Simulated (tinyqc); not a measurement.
The Fermi level, mass and scattering length from S, n and sigma.

Problem. Bulk parabolic band, x = (E - Ec)/kB T, C = hbar^2/(2 m0), kB T in eV. Modes per area gv m kB T x/(4 pi C) times the back-scattering length l0 x^rr give the transport function s0 X(x), s0 = (2 q^2/h) gv m kB T l0/(4 pi C), X = x^(1 + rr). I_k = int X (x - eta)^k w dx, w = 1/(4 cosh^2((x - eta)/2)). sigma = s0 I_0, S = -(kB/q) I_1/I_0; n = 2 gv (m kB T/(4 pi C))^1.5 F(eta), F(y) = (2/sqrt(pi)) int_0^infinity sqrt(u)/(1 + exp(u - y)) du. Find eta, m and l0.

Inputs (values chosen for the exercise): temperature T = 700 K; valleys gv = 1; energy exponent of that length rr = 0.

Constants: q = 1.602176634e-19 C, kB = 1.380649e-23 J/K, hbar = 1.054571817e-34 J s, h = 6.62607015e-34 J s, m0 = 9.1093837015e-31 kg, Vt = kB T/q, hbar^2/(2 m0) = 0.0380998212 eV nm^2. Results are converted to the units shown.

S = -146.37422 uV/K
n = 9.3751830e19 cm^-3
sigma = 3262.5046 S/cm

Solution. |S| falls steadily as eta rises and depends on nothing else, so it fixes eta; n then gives m, and sigma gives l0.

eta = 1.10
m = 0.730 m0
l0 = 33.0 nm

Numbers from tinyqc (`OMP_NUM_THREADS=1 python tinyqc.py 2800037 2800038 out.jsonl`; about 0.07 s on one thread of a shared Intel Xeon 2.30GHz).
